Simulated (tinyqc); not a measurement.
Inside a calculation. Model: Landau-Devonshire theory of a uniaxial ferroelectric. Computed by tinyqc, a small Python program that keeps every step. Command: `OMP_NUM_THREADS=1 python tinyqc.py 3014183 3014184 out.jsonl ferro walk`. One thread of a shared host (Intel(R) Xeon(R) Processor @ 2.30GHz), about 0.01 s of CPU time with the checks. Intermediate numbers are printed to about 6 digits and carried at full precision; extremes and crossings named in words are read from the listed rows.

G(P) = (alpha/2) P^2 + (beta*/4) P^4 + (gamma/6) P^6 - E P per volume, SI units, one domain, P along the polar axis.

Inputs (values chosen for the exercise, modelled on barium titanate): alpha_0 = 685000 J m/(C^2 K); Curie-Weiss temperature T0 = 381 K; beta = -8.31e+08 J m^5/C^4; gamma = 1.65e+10 J m^9/C^6; temperature T = 301 K; applied field E = 30 MV/m; film thickness d = 13 nm; screening length lambda = 0.0042 nm; background permittivity eps_b = 8; gradient coefficient g = 1.2e-11 J m^3/C^2; series capacitance C_d = 6.5 microfarad/cm^2; start of Newton steps P0/Ps = 2.

Sample: free crystal.

Constants: eps_0 = 8.8541878128e-12 F/m.

## Coefficients at T

alpha = alpha_0 (T - T0*), T0* = T0, beta* = beta.

T0* = 381 K

alpha = -5.48e+07 J m/C^2

beta* = -8.31e+08 J m^5/C^4

beta* < 0: the transition is of first order.

## Spontaneous polarisation, susceptibility, coercive field

Ps^2 = [-beta* + sqrt(beta*^2 - 4 alpha gamma)]/(2 gamma). chi = 1/(eps_0 G''), G'' = alpha + 3 beta* P^2 + 5 gamma P^4 at Ps. Ps, chi and the coercive field are for perfect screening, without a depolarising field. The intrinsic coercive field is |alpha P + beta* P^3 + gamma P^5| at the P_c where G'' = 0. 1 C/m^2 = 100 microcoulomb/cm^2.

spontaneous polarisation Ps = 29.6771 microcoulomb/cm^2

susceptibility chi = 308.938

well depth G(Ps) = -2.14597 MJ/m^3

P_c = 21.2095 microcoulomb/cm^2

intrinsic coercive field = 12.4697 MV/m

P_c/Ps = 0.715, above the 0.577 of a quartic well, as the sixth-order term matters. Real switching runs by domain nucleation at far lower fields.

## Temperatures of the first-order transition

T_C = T0* + 3 beta*^2/(16 alpha_0 gamma); the polar phase survives up to T1 = T0* + beta*^2/(4 alpha_0 gamma); at T_C Ps^2 = -3 beta*/(4 gamma); latent heat = (1/2) alpha_0 T_C Ps^2.

transition temperature T_C = 392.456 K

superheating limit T1 = 396.275 K

jump of Ps = 19.4352 microcoulomb/cm^2

latent heat = 5.07726 MJ/m^3

Thermal hysteresis can span at most T1 - T0* = 15.3 K.

## Polarisation in the field by Newton steps

Solve G'(P) = alpha P + beta* P^3 + gamma P^5 - E = 0 by P(new) = P - G'/G'' from P0; stop when the step is below 1e-11 C/m^2 (G' under 1e-6 MV/m is shown as 0).

Newton steps:
```
step  P (microcoulomb/cm^2)    G' (MV/m)  G'' (MJ m/C^2)
1                   59.3543  9.79181e+02         9306.04
2                   48.8323  3.04637e+02         4041.91
3                   41.2953  8.69979e+01         1919.22
4                   36.7624  1.93575e+01         1115.12
5                   35.0264  2.08456e+00          881.11
6                   34.7899  3.45427e-02          852.01
7                   34.7858  9.99302e-06          851.52
8                   34.7858            0          851.52
```

P at the end of the steps = 34.7858 microcoulomb/cm^2

1/(eps_0 G'') there = 132.634

The linear estimate Ps + eps_0 chi E gives 37.883; the field lowers chi by 57.1 %.

## The 180-degree wall

With the term (g/2) (dP/dx)^2, (g/2) P'^2 = G(P) - G(Ps) across the wall: energy = int_(-Ps)^(Ps) sqrt(2 g [G(P) - G(Ps)]) dP (40 Gauss-Legendre points); width = 2 Ps over the slope at P = 0, sqrt(2 |G(Ps)|/g). Elastic coupling inside the wall is left out.

wall energy = 3.06930 mJ/m^2

wall width = 0.992466 nm

## A capacitor with imperfect screening

Between shorted electrodes with screening length lambda each, the depolarising field is -k P, k = 2 lambda/(eps_0 (d + 2 lambda eps_b)), so alpha turns into alpha + k. The polar state is the lowest uniform state while alpha + k < 0 (beta* > 0) or < 3 beta*^2/(16 gamma) (beta* < 0); setting the equality gives the critical thickness d_c.

depolarising coefficient k = 7.26019e+07 J m/C^2

polarisation of the film = 0 microcoulomb/cm^2

size of the depolarising field = 0 MV/m

critical thickness d_c = 15.0764 nm

The film is thinner than d_c, so the uniform polar state is not the lowest one; a real film may break into domains or be non-polar.

## Thickness series

Domains are left out, though they can pre-empt both the loss of P and the state at P = 0. The second and third columns are for the shorted capacitor, polar only where it is the lowest uniform state: alpha + k < 0 (beta* > 0) or < 3 beta*^2/(16 gamma) (beta* < 0). The last column is another circuit, the film in series with C_d at P = 0: 1/C = (alpha d)/(1 + alpha eps_0 eps_b) + 1/C_d, and P = 0 is locally stable while 1/C > 0; a dash marks the rest.

Against thickness:
```
d (nm)  P (microcoulomb/cm^2)  depolarising field (MV/m)  C of the stack / C_d
1                      0.0000                    0.00000               1.00359
2                      0.0000                    0.00000               1.00720
3                      0.0000                    0.00000               1.01084
5                      0.0000                    0.00000               1.01820
8                      0.0000                    0.00000               1.02945
15                     0.0000                    0.00000               1.05668
30                    26.5296                    8.37082               1.12017
60                    28.2731                    4.46547               1.27316
150                   29.1461                    1.84258               2.15695
```

The polar state appears between 15 and 30 nm (d_c = 15.1 nm), and at 150 nm P is 98.2 % of Ps. The stack exceeds C_d wherever it is stable, up to 2.16 times: the ferroelectric held at P = 0 acts as a negative capacitance.

Checks made by the program: Ps against a numerical root of G'(P)/P (relative difference below 1e-10).
